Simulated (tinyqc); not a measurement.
Grain-boundary trapping model (Seto) of a polycrystalline semiconductor film: one step, computed by the program tinyqc. Command: `OMP_NUM_THREADS=1 python tinyqc.py 3026406 3026407 out.jsonl poly walk`. One thread of a shared host (Intel(R) Xeon(R) Processor @ 2.30GHz), about 0.01 s of CPU time with the checks.

Grains of equal size L are joined by thin boundaries with one trap level. Trapped carriers deplete a width W on each side and raise a barrier, crossed by thermionic emission. Dopants are fully ionised, statistics are non-degenerate and mu_g does not depend on T.

Task: Activation energy. N_c(T) = N_c (T/300 K)^(3/2). Filled traps Q = Q_t/(1 + (1/2) exp((E_t* - E_F)/k_B T)), where E_t* = e V_B - E_t and E_F are counted from the band edge at the grain centre. Partial depletion: Q = 2 N W, V_B = e N W^2/(2 eps eps_0), E_F = k_B T ln(N/N_c); solve for W. If that W would exceed L/2 the grain is fully depleted: W = L/2, Q = N L, and E_F follows from the trap equation. Centre density n_0 = N_c exp(E_F/k_B T). Boundary: sigma_b = L e^2 n_0 exp(-e V_B/k_B T)/sqrt(2 pi m k_B T); drift through the grain, depleted parts included: rho_g = [(1 - 2W/L) + (2W/L) int_0^1 exp(y^2 s^2) ds]/(e n_0 mu_g); rho = 1/sigma_b + rho_g. Mean carrier density n_av = n_0 [(1 - 2W/L) + (2W/L) (sqrt(pi)/2) erf(y)/y], y = sqrt(e V_B/k_B T); effective mobility 1/(e n_av rho). E_a = d ln(rho)/d(1/k_B T) from T - 5 K and T + 5 K; temperature coefficient d ln(rho)/dT.

Inputs (values chosen for the exercise, modelled on polycrystalline SiGe):

| quantity | value | unit |
|---|---|---|
| permittivity eps | 13.5 | - |
| effective mass m | 0.27 | m_0 |
| effective density of states at 300 K, N_c | 1.5e+19 | 1/cm^3 |
| grain size L | 48 | nm |
| trap density Q_t | 1.6e+12 | 1/cm^2 |
| trap level E_t below the band edge | 0.22 | eV |
| doping N | 2.4e+18 | 1/cm^3 |
| mobility inside the grains mu_g | 190 | cm^2/(V s) |
| temperature T | 250 | K |

Grain interior: resistance included.

Constants: k_B = 8.617333262e-05 eV/K; e = 1.602176634e-19 C; eps_0 = 8.8541878128e-12 F/m; m_0 = 9.1093837015e-31 kg; k_B = 1.380649e-23 J/K.

Give: activation energy E_a; temperature coefficient.

Result:

activation energy E_a = 0.0029835 eV

temperature coefficient = -0.055418 %/K
